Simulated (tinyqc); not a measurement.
# Two coupled magnetic layers: synthetic antiferromagnet, spin flop, exchange bias and magnetoresistance, step by step

A worked calculation. Computed by tinyqc, a small Python program that keeps every step. Command: `OMP_NUM_THREADS=1 python tinyqc.py 3009959 3009960 out.jsonl saf walk`. One thread of a shared host (Intel(R) Xeon(R) Processor @ 2.30GHz), about 0.2 s of CPU time with the checks. Intermediate numbers are printed to about 7 digits and carried at full precision; extremes and crossings named in words are read from the listed rows.

Moments lie in the plane at the angles p1, p2 from the field. Energy per area: E = J1 cos(p1 - p2) + J2 cos^2(p1 - p2) - B M_s (t1 cos p1 + t2 cos p2) + K (t1 sin^2 p1 + t2 sin^2 p2).

Inputs (values chosen for the exercise, for a model stack):
```
quantity                           value              unit
saturation magnetisation M_s        1400              kA/m
thickness t1                         2.2                nm
thickness t2                         2.2                nm
antiferromagnetic coupling J1        0.6            mJ/m^2
biquadratic coupling J2                0            mJ/m^2
in-plane anisotropy K               0.84            kJ/m^3
field over the saturation field     0.62                 -
spin polarisation P1                0.55                 -
spin polarisation P2                0.43                 -
resistance-area product, parallel     11  ohm micrometre^2
exchange-bias energy J_ex          0.044            mJ/m^2
```

Field direction: along the easy axis.

## Saturation field

The parallel state is stable while the Hessian at p1 = p2 = 0 is positive: with c = J1 + 2 J2 and u = B M_s + 2K, (u t1 - c)(u t2 - c) > c^2, so B_sat M_s = c (1/t1 + 1/t2) - 2K. B_K = 2K/M_s.

exchange field c (1/t1 + 1/t2)/M_s = 389.6104 mT

B_K = 1.2 mT

saturation field B_sat = 388.4104 mT

applied field B = 240.8144 mT

## Limit of the antiparallel state

With p1 = 0, p2 = 180 degrees and c2 = J1 - 2 J2 the Hessian is [[c2 + t1 (2K + b), -c2], [-c2, c2 + t2 (2K - b)]], b = B M_s; its determinant vanishes at the positive root of t1 t2 b^2 - c2 (t1 - t2) b - [2K c2 (t1 + t2) + 4 K^2 t1 t2] = 0.

stability limit B_sf of the antiparallel state = 21.65577 mT

For equal layers this is sqrt(B_K (B_K + B_c)) with B_c = c2 (1/t1 + 1/t2)/M_s, nearly the geometric mean of anisotropy and coupling fields: 18.0 B_K. The flopped state becomes the lower one slightly earlier, so the spin flop is hysteretic.

## Equilibrium at the field B

The lowest minimum of E over both angles (from five starts; of two mirror images the one with p1 >= 0, and for equal layers |p1| <= |p2|).

p1 = 51.68386 degrees

p2 = -51.68387 degrees

m/m_sat along B = 0.6200000

energy = -1.056163 mJ/m^2

The moments are canted, 103.4 degrees apart; for equal layers without J2, m/m_sat = B/B_sat = 0.62 exactly.

## Tunnel magnetoresistance against a free layer along B

Julliere: TMR = 2 P1 P2/(1 - P1 P2). Conductance G(theta) = G0 (1 + P1 P2 cos theta), so RA(theta) = RA_P (1 + P1 P2)/(1 + P1 P2 cos theta); theta = p2 for the layer next to the barrier.

TMR = 61.95154 %

RA, antiparallel = 17.81467 ohm micrometre^2

RA at this field = 11.86215 ohm micrometre^2

## Pinning of a single layer

A layer t1 on an antiferromagnet is shifted by B_ex = J_ex/(M_s t1).

bias field, single layer = 14.28571 mT

## Magnetisation curve

The formulas are those given above.

Equilibrium states:
```
B/B_sat    B (mT)  p1 (degrees)  p2 (degrees)   m/m_sat
0.02       7.7682       0.00000     -180.0000  0.000000
0.06      23.3046      86.55937      -86.5610  0.060000
0.12      46.6092      83.10788      -83.1079  0.120000
0.20      77.6821      78.46303      -78.4631  0.200000
0.30     116.5231      72.54240      -72.5424  0.300000
0.45     174.7847      63.25632      -63.2563  0.450000
0.60     233.0462      53.13010      -53.1301  0.600000
0.80     310.7283      36.86990      -36.8699  0.800000
0.95     368.9899      18.19488      -18.1949  0.950000
1.10     427.2514       0.00000        0.0000  1.000000
```

The collinear state is the lowest in 1 row(s), with m/m_sat = (t1 - t2)/(t1 + t2) = 0.000; then the moments are canted and close at B_sat. The largest gap between m/m_sat and B/B_sat in the canted rows is 0.000.

Checks made by the program: the energy against a grid over both angles (relative difference 7e-07).
